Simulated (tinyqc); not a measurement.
Planar ballistic transistor, top-of-the-barrier model: course of the iteration: self-consistent potential at the barrier top.

At the top of the source barrier, states moving towards the drain are filled by the source (Fermi level 0) and states moving back by the drain (Fermi level -q Vd); nothing scatters. U is the shift of the band edge there, set by the capacitances CG, CD and CS (the total) and by the charge. Parabolic two-dimensional band; the source is grounded.

eta1 = -(E0 + U)/Vt, eta2 = eta1 - Vd/Vt, n = (N0/2)[F_0(eta1) + F_0(eta2)], F_0(x) = ln(1 + exp x). U(out) = UL + q (n - n0)/CS. Newton step: U(new) = U + (U(out) - U)/(1 + CQ/CS), CQ = (q/Vt) dn/d(eta1) with both F' summed; F_0'(x) = 1/(1 + exp(-x)).

Stop when U changes by less than 1e-9 eV, or after 90 iterations.

Parameters, values chosen for the exercise; mass and valleys close to those of germanium:
```
symbol  value  unit                                                                 meaning
T         300     K                                                             temperature
E0       0.19    eV  band edge at the barrier top above the source Fermi level at zero bias
Vd        0.1     V                                                           drain voltage
```

Constants: q = 1.602176634e-19 C, kB = 1.380649e-23 J/K, Vt = kB T/q. Results are converted to the units shown.

U at the start (U = UL) = -0.6215 eV
N0 = 5.05402e12 cm^-2
CS = 7.90552 uF/cm^2
n0 = 3.24817e9 cm^-2
UL = -0.6215 eV

Course of the iteration:

| iteration | U (eV) | \|change\| (eV) |
|---|---|---|
| 1 | -0.316896 | 0.305 |
| 2 | -0.313314 | 3.58e-3 |
| 3 | -0.313291 | 2.30e-5 |
| 4 | -0.313291 | 9.92e-10 |

Did this iteration meet its convergence test, and what does its course show?

Yes. Converged in 4 iterations. At the end the number of correct digits about doubles with each step.

tinyqc, about 0.01 s, one thread, Intel Xeon 2.30GHz (shared host): `OMP_NUM_THREADS=1 python tinyqc.py 2400079 2400080 out.jsonl`
